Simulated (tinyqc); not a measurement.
Worked calculation: eight-band Kane k.p model with strain. Values are carried at full precision from step to step, so a last printed digit may differ when a step is redone from the rounded ones.

Constants: hbar^2/2m0 = 3.80998211 eV angstrom^2.

Parameters, chosen for this exercise (near those of InAs; the results hold for these values, not for the real material): Eg = 0.434 eV (gap at Gamma to the s-like level); Dso = 0.376 eV (spin-orbit splitting); Ep = 22.4 eV (Kane energy); me = 0.0258 m0 (electron mass at Gamma); g1 = 20.29 (Luttinger gamma1); g2 = 8.57 (gamma2); g3 = 9.16 (gamma3); a = 6.087 angstrom (lattice constant); a_sub = 6.036 angstrom (lattice constant of the substrate); C11 = 87.3 GPa; C12 = 43.4 GPa; C44 = 40 GPa; face = 111 (growth face); ac = -5.33 eV (conduction deformation potential); av = 0.95 eV (valence hydrostatic potential); b = -1.7 eV (tetragonal shear potential); d = -3.75 eV (trigonal shear potential); k = (-0.012, 0.023, 0.01) 1/angstrom (wave vector); kmax = 0.05 1/angstrom (end of the path).

## Derived values

P = sqrt(Ep c); A = 1/me - Ep (Eg + 2 Dso/3)/(Eg (Eg + Dso)) keeps the electron mass; g1' = g1 - Ep/(3 Eg), g2' = g2 - Ep/(6 Eg), g3' = g3 - Ep/(6 Eg) remove the coupling to S that the Luttinger values already hold; L = -c (g1' + 4 g2'), M = -c (g1' - 2 g2'), N = -6 c g3'. c = hbar^2/2m0.

P = 9.2382 eV angstrom
A = -4.8670

g1', g2', g3': 3.0857  -0.0322  0.5578

L, M, N (eV angstrom^2): -11.2665  -12.0014  -12.7524

The coupling to the valence bands supplies 43.63, against 1/me = 38.76; A makes up the difference. The diagonal term in A bends towards the gap, so the set should be tested for spurious states at large k.

## Strain of a layer grown coherently on a (111) face

e_par = (a_sub - a)/a in the plane; no stress along the normal: e_perp = -(2 C11 + 4 C12 - 4 C44)/(C11 + 2 C12 + 4 C44) e_par; exx = eyy = ezz = (2 e_par + e_perp)/3 and exy = eyz = ezx = (e_perp - e_par)/3.

e_par = -0.008379
e_perp = 0.004720

strain tensor in the cubic axes:
```
           x          y          z
x  -0.004012   0.004366   0.004366
y   0.004366  -0.004012   0.004366
z   0.004366   0.004366  -0.004012
```

The layer is under compression in the plane; its volume changes by -1.204 %.

## Strain terms

Strain (Bir-Pikus): H_SS gains ac tr(e); H_XX gains l exx + m (eyy + ezz) and H_XY gains n exy, with l = av + 2 b, m = av - b, n = sqrt(3) d. The sign of av is such that the gap moves by (ac - av) tr(e); the change of P with strain is neglected.

Form the strain terms of the Hamiltonian.

ac tr(e) = 0.06416 eV

strain block of X, Y, Z (the same for both spins) (eV), lower triangle:
```
          X         Y         Z
X  -0.01144
Y  -0.02836  -0.01144
Z  -0.02836  -0.02836  -0.01144
```

## The Hamiltonian at one k

Eight-band Kane model, basis S, X, Y, Z times spin, zero of energy at the top of the unstrained valence band, c = hbar^2/2m0. Within each spin: H_SS = Eg + A c k^2, H_SX = i P kx (likewise Y, Z), H_XX = -Dso/3 + L kx^2 + M (ky^2 + kz^2), H_XY = N kx ky, and cyclic. Spin-orbit term (Dso/3) L.sigma on X, Y, Z with (L_k)_ij = -i epsilon_kij: <X+|H|Y+> = -i Dso/3, <X+|H|Z-> = Dso/3, <Y+|H|Z-> = -i Dso/3, <Z+|H|X-> = -Dso/3, <Z+|H|Y-> = i Dso/3, <X-|H|Y-> = i Dso/3, and their conjugates; + and - are the spin along z. Terms from inversion asymmetry are left out, so every level is twofold.

Fill in the matrix, adding ac tr(e) to H_SS and the strain block to X, Y, Z of each spin.

H(k) (eV), lower triangle (Hermitian):
```
          S+               X+       Y+        Z+        S-               X-
S+    0.4838
X+   0.1109i          -0.1459
Y+  -0.2125i  -0.0248+0.1253i  -0.1457
Z+  -0.0924i          -0.0268  -0.0313   -0.1460
S-         0                0        0         0    0.4838
X-         0                0        0   -0.1253   0.1109i          -0.1459
Y-         0                0        0  -0.1253i  -0.2125i  -0.0248-0.1253i
Z-         0           0.1253  0.1253i         0  -0.0924i          -0.0268

         Y-       Z-
Y-  -0.1457
Z-  -0.0313  -0.1460
```

## Levels and orbital character

Diagonalise H; the levels come in pairs. The weights are summed over spin and averaged over each pair.

levels, each twofold (eV): -0.4270  -0.0948  -0.0127  0.5807

weights:
```
   pair 1  pair 2  pair 3  pair 4
S   0.031   0.086   0.012   0.870
X   0.292   0.360   0.319   0.029
Y   0.373   0.346   0.198   0.084
Z   0.304   0.208   0.471   0.016
```

The conduction pair has 13.0 % valence character at this k; the valence pair with most S character is pair 2 (8.6 %).

## Bands along [100] and [110]

The same diagonalisation at six points |k| = 0, kmax/5, ..., kmax along each direction.

Levels (eV):
```
direction  |k| (1/angstrom)   pair 1   pair 2   pair 3  pair 4
[100]                 0.000  -0.3920  -0.0352   0.0169  0.4982
[100]                 0.010  -0.3964  -0.0421   0.0106  0.5104
[100]                 0.020  -0.4102  -0.0655  -0.0017  0.5438
[100]                 0.030  -0.4348  -0.1040  -0.0130  0.5913
[100]                 0.040  -0.4725  -0.1487  -0.0239  0.6468
[100]                 0.050  -0.5249  -0.1922  -0.0360  0.7064
[110]                 0.000  -0.3920  -0.0352   0.0169  0.4982
[110]                 0.010  -0.3970  -0.0438   0.0135  0.5098
[110]                 0.020  -0.4128  -0.0693   0.0068  0.5416
[110]                 0.030  -0.4412  -0.1064   0.0001  0.5869
[110]                 0.040  -0.4844  -0.1466  -0.0071  0.6399
[110]                 0.050  -0.5440  -0.1840  -0.0151  0.6964
```

At kmax the conduction band lies 10.0 meV and the top valence band 20.9 meV apart between the two directions. k.p holds near Gamma; the zone edge lies near 1 1/angstrom.

## Masses at Gamma

m*/m0 = c h^2/(E(h) - E(0)) with |k| = h = 0.0001 1/angstrom; negative values are hole-like.

Masses (m0):
```
direction  pair 1  pair 2  pair 3  pair 4
[100]      -0.087  -0.059  -0.054   0.030
[110]      -0.077  -0.045  -0.097   0.032
```

Strain has split the top two pairs at Gamma, so each has its own mass tensor; the top pair has -0.054 along [100] and -0.097 along [110].

## Checks

- Electron mass of the unstrained model by finite differences against the input me: both 0.02580.
- Heavy-hole mass along [100] against 1/(g1 - 2 g2): both 0.3175.
- Light-hole mass along [100] against 1/(g1 + 2 g2): both 0.02672.

Run: tinyqc, `OMP_NUM_THREADS=1 python tinyqc.py 1081288 1081289 out.jsonl`; Intel(R) Xeon(R) Processor @ 2.30GHz, one thread, shared host; about 0.01 s of CPU time with all checks.
